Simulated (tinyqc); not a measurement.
Empty-lattice bands from Gamma to K: Brillouin zone and empty-lattice bands of the hcp structure.

Primitive vectors a1 = a (1,0,0), a2 = a (-1/2, sqrt3/2, 0), a3 = (0,0,c); atoms at 0 and a1/3 + 2 a2/3 + a3/2. Reciprocal vectors obey a_i.b_j = 2 pi delta_ij; k is given in units of 2 pi/a. Empty-lattice levels are c0 (2 pi/a)^2 |k + G|^2, c0 = hbar^2/2m0. Points: M = (1/2, 1/(2 sqrt3), 0), K = (2/3, 0, 0), A = (0, 0, a/2c), L = M + A, H = K + A.

Constants: hbar^2/2m0 = 3.80998211 eV angstrom^2.

Parameters, chosen for this exercise (out of a larger set: lattice near that of Co; not measured data): a = 2.483 angstrom (lattice constant); ca = 1.609 (c/a).

k = f x K; the eight lowest levels, degenerate ones repeated.

Levels (eV):
```
f          1      2      3      4      5      6      7      8
0.000   0.00   9.42   9.42  32.53  32.53  32.53  32.53  32.53
0.167   0.30   9.72   9.72  27.41  27.41  32.83  32.83  36.83
0.333   1.20  10.63  10.63  22.89  22.89  32.31  32.31  32.31
0.500   2.71  12.13  12.13  18.98  18.98  28.40  28.40  28.40
0.667   4.82  14.24  14.24  15.66  15.66  25.09  25.09  25.09
0.833   7.53  12.95  12.95  16.95  16.95  22.37  22.37  22.37
1.000  10.84  10.84  10.84  20.27  20.27  20.27  20.27  20.27
```

Band 1 is the parabola f^2 x 10.84 eV. The next levels start from the first shell of G at 9.42 eV; a branch falls at first if its G has a component against k, and branches cross. The second level ends at 10.84 eV and meets band 1 at the zone surface.

Program tinyqc; command `OMP_NUM_THREADS=1 python tinyqc.py 1850580 1850581 out.jsonl`; about 0.02 s on one thread of a shared Intel(R) Xeon(R) Processor @ 2.30GHz.
